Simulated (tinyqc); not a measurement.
Hole mobility in a silicon inversion layer, empirical terms and Matthiessen rule: two steps of the calculation.

Inversion layer of sheet density Ns on a uniformly doped body. The mobility terms are empirical power laws with prefactors chosen for the exercise; adding their inverses (Matthiessen) is itself an approximation.

Values chosen for this exercise; material values close to those of silicon:

| symbol | value | unit | meaning |
|---|---|---|---|
| T | 400 | K | temperature |
| Eg | 1.14 | eV | band gap |
| eps_r | 11.6 |  | relative permittivity of the semiconductor |
| Nc | 4.37e19 | cm^-3 | conduction-band density of states at T |
| Nv | 4.11e19 | cm^-3 | valence-band density of states at T |
| Nb | 1.6e17 | cm^-3 | body doping |
| Vsb | 0 | V | reverse body bias |
| eta | 0.3333 |  | weight of the inversion charge in the effective field |
| Cox | 1.6 | uF/cm^2 | gate capacitance |
| Ns | 5.8e12 | cm^-2 | inversion density |
| WL | 5 |  | ratio W/L |
| Vd | 0.02 | V | drain voltage |

Constants: q = 1.602176634e-19 C, kB = 1.380649e-23 J/K, Vt = kB T/q, eps0 = 8.8541878128e-14 F/cm where lengths are in cm. Results are converted to the units shown.

Problem 1. Depletion charge and effective field. ni = sqrt(Nc Nv) exp(-Eg/(2 Vt)), Eg in volts; Ndep = sqrt(2 eps0 eps_r Nb (2 Vt ln(Nb/ni) + Vsb)/q); E = q (Ndep + eta Ns)/(eps0 eps_r), in MV/cm.

Find: ni; Ndep; E.

Solution 1.

ni = 2.7892e12 cm^-3
Ndep = 1.2448e12 cm^-2
E = 0.49574 MV/cm

The depletion charge gives 39.2 % of the field.

Problem 2. Split C-V extraction. Q(Vg) is the trapezoid sum of Cgc from the first point (where Q is taken as 0); mu_eff = I/((W/L) Q Vd); mu_FE = (dI/dVg)/((W/L) Cox Vd) with a backward difference. Listed from point 4 on.

```
point  Vg (V)  Cgc (uF/cm^2)        I (uA)
0         0.1   0.0010092222  1.0647175e-6
1        0.15   0.0031869328  1.0591739e-5
2         0.2    0.010034243  1.0422001e-4
3        0.25    0.031304973  9.9177485e-4
4         0.3    0.094972372  0.0085766276
5        0.35     0.26615579   0.058845032
6         0.4     0.61898878    0.26928685
7        0.45      1.0658123    0.77292014
8         0.5      1.3810937     1.5270208
9        0.55      1.5236277     2.3805250
10        0.6      1.5750329     3.2360916
11       0.65      1.5920191     4.0595998
12        0.7      1.5974675     4.8442515
```

Find: Q; mu_eff; mu_FE.

Solution 2.

```
point  Q (uC/cm^2)  mu_eff (cm^2/(V s))  mu_FE (cm^2/(V s))
4        0.0046258               18.541             0.94811
5         0.013654               43.097              6.2836
6         0.035783               75.256              26.305
7         0.077903               99.216              62.954
8          0.13908               109.80              94.263
9          0.21169               112.45              106.69
10         0.28916               111.91              106.95
11         0.36834               110.21              102.94
12         0.44807               108.11              98.081
```

At the last point mu_FE is 9.3 % below mu_eff: where the mobility falls with gate voltage the slope of I understates it.

Program tinyqc, `OMP_NUM_THREADS=1 python tinyqc.py 2510055 2510056 out.jsonl`; Intel Xeon 2.30GHz, shared host, one thread, about 0.01 s.
